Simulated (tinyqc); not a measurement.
Effective mass of the heavy-hole band from tabulated energies: one step. Which mass for which use. Five cases, with inputs chosen for the exercise.

Task: From the fitted m and alpha: momentum mass at energy E, m (1 + 2 alpha E); curvature mass m (1 + 2 alpha E)^3; thermal factors to first order in alpha kT: density of states Nc (1 + 15 alpha kT/4), conductivity mass m (1 + 5 alpha kT). Take E = 3 kT/2.

Constants: kB = 8.617333262e-05 eV/K.

Give: alpha kT; momentum mass; curvature mass; factor on Nc; thermal conductivity mass.

Case 1.

Values chosen (out of a larger set: band of an eight-band Kane model near InSb; not measured data): T = 300 K (temperature).

m = 0.4370704 m0
alpha = 0.97953 1/eV

Result:

alpha kT = 0.0253
momentum mass = 0.47027 m0
curvature mass = 0.54444 m0
factor on Nc = 1.0950
thermal conductivity mass = 0.49241 m0

alpha kT is small, so first order serves. For a warped valence band one direction does not stand for the whole band.

Case 2.

Values chosen (out of a larger set: band of an eight-band Kane model near InP; not measured data): T = 300 K (temperature).

m = 0.9359336 m0
alpha = 6.84942 1/eV

Result:

alpha kT = 0.1771
momentum mass = 1.43311 m0
curvature mass = 3.36010 m0
factor on Nc = 1.6640
thermal conductivity mass = 1.76457 m0

alpha kT is not small, so first order is only a guide. For a warped valence band one direction does not stand for the whole band.

Case 3.

Values chosen (out of a larger set: band of an eight-band Kane model near Ge; not measured data): T = 300 K (temperature).

m = 0.3647437 m0
alpha = 3.97684 1/eV

Result:

alpha kT = 0.1028
momentum mass = 0.47724 m0
curvature mass = 0.81703 m0
factor on Nc = 1.3855
thermal conductivity mass = 0.55224 m0

alpha kT is not small, so first order is only a guide. For a warped valence band one direction does not stand for the whole band.

Case 4.

Values chosen (out of a larger set: band of an eight-band Kane model near CdTe; not measured data): T = 300 K (temperature).

m = 0.7114151 m0
alpha = 0.01719 1/eV

Result:

alpha kT = 0.0004
momentum mass = 0.71236 m0
curvature mass = 0.71426 m0
factor on Nc = 1.0017
thermal conductivity mass = 0.71300 m0

alpha kT is small, so first order serves. For a warped valence band one direction does not stand for the whole band.

Case 5.

Values chosen (out of a larger set: band of an eight-band Kane model near GaAs; not measured data): T = 77 K (temperature).

m = 0.6570579 m0
alpha = 4.67142 1/eV

Result:

alpha kT = 0.0310
momentum mass = 0.71816 m0
curvature mass = 0.85793 m0
factor on Nc = 1.1162
thermal conductivity mass = 0.75889 m0

alpha kT is small, so first order serves. For a warped valence band one direction does not stand for the whole band.

Computed by tinyqc, one run a case: `OMP_NUM_THREADS=1 python tinyqc.py N N+1 out.jsonl` with N = 1850806, 1850807, 1851098, 1851258, 1851259; one thread of a shared Intel(R) Xeon(R) Processor @ 2.30GHz, about 0.01 s a run at most.
